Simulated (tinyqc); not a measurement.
Biaxially strained (001) channel, valley splitting in an inversion layer: one step of the calculation.

A thin layer grown on a relaxed buffer is stretched in the plane. The two valleys with their long axis along the growth direction (D2) sink against the four in-plane ones (D4); confinement in a triangular well splits them too. Only the lowest subband of each set is kept; one relaxation time, so the weakening of intervalley scattering is left out.

Question. Subband edges and densities of states. Levels E(m) = 2.33811 (hbar^2 q^2 F^2/(2 m))^(1/3): E2 = E(ml), E4 = E(mt) + D; N2 = 2 mt kB T/(pi hbar^2), N4 = 4 sqrt(mt ml) kB T/(pi hbar^2).

Parameters, values chosen for the exercise; values close to those of silicon on relaxed silicon-germanium:
- T = 293 K (temperature)
- x = 0.27 (germanium share of the relaxed buffer)
- b1 = 0.0418 (lattice mismatch per unit x)
- c11 = 170 GPa (elastic constant)
- c12 = 63.4 GPa (elastic constant)
- Xu = 8.73 eV (shear deformation potential)
- ml = 0.895 m0 (longitudinal mass)
- mt = 0.186 m0 (transverse mass)
- F = 0.46 MV/cm (confining field)

Constants: q = 1.602176634e-19 C, kB = 1.380649e-23 J/K, hbar = 1.054571817e-34 J s, m0 = 9.1093837015e-31 kg, hbar^2/(2 m0) = 0.0380998212 eV nm^2. Results are converted to the units shown.

D = 172.01617 meV

Give: E2; E4; N2; N4.

Answer.

E2 = 0.10481 eV
E4 = 0.34896 eV
N2 = 3.9236e12 cm^-2
N4 = 1.7213e13 cm^-2

Of the gap E4 - E2 = 244 meV, confinement gives 72.1 meV.

Numbers from tinyqc (`OMP_NUM_THREADS=1 python tinyqc.py 2530023 2530024 out.jsonl`; about 0.01 s on one thread of a shared Intel Xeon 2.30GHz).
